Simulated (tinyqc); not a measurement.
Avalanche multiplication and breakdown of a junction from ionisation integrals. Changing the doping gradient a. Computed by tinyqc, a small Python program. Command: `OMP_NUM_THREADS=1 python tinyqc.py 3030294 3030295 out.jsonl impact sweep`. One thread of a shared host (Intel(R) Xeon(R) Processor @ 2.30GHz), about 0.03 s of CPU time with the checks.

Ionisation coefficients follow the local field. Position x runs through the depletion layer from the p side (x = 0), where electrons enter, to the n side (x = w), where holes enter. The built-in voltage is neglected.

Inputs (values chosen for the exercise, modelled on 4H-SiC):
```
quantity                   value  unit
electron prefactor a_n  1.87e+08  1/cm
electron field b_n      3.32e+07  V/cm
hole prefactor a_p      3.06e+08  1/cm
hole field b_p          2.57e+07  V/cm
exponent c                     1     -
permittivity eps             9.7     -
```

Junction: linearly graded.

Constants: e = 1.602176634e-19 C; eps_0 = 8.8541878128e-12 F/m.

Method:
- alpha_n = a_n exp(-(b_n/F)^c), alpha_p = a_p exp(-(b_p/F)^c).
- Field F = F_m [1 - (2x/w - 1)^2], w = sqrt(8 eps eps_0 F_m/(e a)), V = (2/3) F_m w.
- With Phi(x) = int_0^x (alpha_n - alpha_p) dx': 1 - 1/M_n = I_n = int_0^w alpha_n exp(-Phi) dx and M_p = M_n exp(-Phi(w)); trapezoid rule on 401 even points; breakdown at I_n = 1.
- Solve I_n(F_m) = 1.

One run for each value:
```
doping gradient a (1/cm^4)  breakdown voltage (V)  critical field F_m (MV/cm)  width at breakdown (micrometre)
7.60e+18                                   5548.6                      2.3069                           36.079
2.40e+19                                   3343.4                      2.4145                           20.771
7.60e+19                                   2017.9                      2.5322                           11.953
2.40e+20                                   1223.3                      2.6610                            6.896
7.60e+20                                    743.2                      2.8031                            3.977
2.40e+21                                    453.8                      2.9597                            2.300
7.60e+21                                    277.9                      3.1341                            1.330
2.40e+22                                    171.1                      3.3283                            0.771
7.60e+22                                    105.8                      3.5469                            0.447
```

Describe and explain the trends.

Over the rows, breakdown voltage (V) falls from 5550 to 106 (exponent d ln y / d ln x -0.44 between the first rows and -0.42 between the last); critical field F_m (MV/cm) rises from 2.31 to 3.55 (exponent d ln y / d ln x 0.040 between the first rows and 0.055 between the last); width at breakdown (micrometre) falls from 36.1 to 0.447 (exponent d ln y / d ln x about -0.48 throughout). The exponent of breakdown voltage stays between -0.44 and -0.42, near -0.40: the a^(-2/5) rule of graded junctions.
